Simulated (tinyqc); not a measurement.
# Bulk transistor, scale length and short-channel effects: what changes with what

A gate, an insulator of thickness ti and a depleted layer of depth ts on a conducting body. Below threshold the potential that source and drain add obeys Laplace's equation and vanishes on the gate and at the bottom of the depleted layer. Its lowest mode decays along the channel as exp(-k y); k is the smallest positive root of the matching condition at the interface, and the scale length is Lambda = pi/k.

Inputs (values chosen for the exercise); permittivities: semiconductor close to that of silicon, insulator close to that of aluminium oxide: temperature T = 300 K; relative permittivity of the semiconductor eps_r = 11.7; relative permittivity of the insulator ei = 9.07; insulator thickness ti = 3.6 nm; depletion depth ts = 19 nm; channel length L = 31 nm; potential of the source Vbi = 0.88 V; potential of the barrier top at threshold sT = 0.41 V; drain voltage Vds = 0.6 V.

Constants: q = 1.602176634e-19 C, kB = 1.380649e-23 J/K, Vt = kB T/q. Results are converted to the units shown.

Each table varies one quantity; the others keep the values above.

## Effect of the depletion depth

k is the smallest positive root of f(k) = eps_r sin(k ti) cos(k ts) + ei cos(k ti) sin(k ts). Along the channel psi(y) = s + a exp(y/l) + b exp(-y/l) with psi(0) = Vbi, psi(L) = Vbi + Vds and l = 1/k = Lambda/pi; with A = Vbi - s, B = A + Vds, x = exp(-L/l): a = (B - A x) x/(1 - x^2), b = (A - B x)/(1 - x^2). The minimum is s + 2 sqrt(a b), at y = (l/2) ln(b/a). The long-channel potential follows the gate as s = sT + (Vg - VTL)/m, and the threshold VT is the gate voltage at which the minimum equals sT. Swing = m Vt ln 10/g at threshold, g = d(minimum)/ds = 1 - (b x + a)/((1 + x) sqrt(a b)). DIBL = [VT(0.05 V) - VT(Vds)]/(Vds - 0.05 V). sT and Vbi are held fixed; m = 1 + eps_r ti/(ei ts) in each row.

Effect of the depletion depth:
```
ts (nm)  Lambda (nm)  L/Lambda  VT - VTL at Vds (mV)  DIBL (mV/V)  swing (mV/decade)
7.6            11.61     2.669                -35.67        19.76              99.13
9.5            13.64     2.273                -63.22        35.17              94.34
12             16.26     1.907                -109.9        61.56              92.43
15             19.35     1.602                -179.6        101.5              93.96
18             22.42     1.383                -263.0        149.9              98.14
23             27.49     1.128                -429.8        247.9              109.1
```

What does the comparison show?

As ts goes from 7.6 to 23 nm, Lambda rises from 11.6 to 27.5 nm, DIBL rises from 19.8 to 248 mV/V and the swing goes from 99.1 through a minimum of 92.4 (at ts = 12 nm among the rows listed) to 109 mV a decade. On average Lambda goes as ts^(0.78). For ts = 18 to 23 nm L is under 1.5 Lambda, where higher modes, left out of the one-mode potential, count.

## Effect of the channel length

Same model as above.

The same in every row: Lambda (nm) = 23.43.

Effect of the channel length:
```
L (nm)  L/Lambda  VT - VTL at Vds = 0.05 V (mV)  VT - VTL at Vds (mV)  DIBL (mV/V)  swing (mV/decade)
26         1.110                         -316.5                -463.8        267.7              114.6
31         1.323                         -201.3                -293.6        167.8              99.98
37         1.579                         -122.7                -178.2        100.8              89.94
44         1.878                         -71.76                -103.8        58.18              83.39
52         2.219                         -40.11                -57.82        32.20              79.30
62         2.646                         -19.90                -28.62        15.85              76.67
74         3.158                         -8.748                -12.56        6.937              75.22
88         3.755                         -3.393                -4.870        2.684              74.52
110        4.694                        -0.7732                -1.109       0.6110              74.18
```

From L = 26 to 110 nm, DIBL falls from 268 to 0.611 mV/V and the swing falls from 115 to 74.2 mV a decade (long-channel value 74.1). Between the last two rows the threshold shift at Vds decays with a length of 14.9 nm, against 2 Lambda/pi = 14.9 nm for a shift that goes as exp(-pi L/(2 Lambda)). DIBL first drops below 100 mV/V at L = 44 nm among the rows, L/Lambda = 1.9. For L = 26 to 31 nm L is under 1.5 Lambda, where higher modes, left out of the one-mode potential, count.

Program tinyqc, `OMP_NUM_THREADS=1 python tinyqc.py 2420112 2420113 out.jsonl`; Intel Xeon 2.30GHz, shared host, one thread, about 0.01 s.
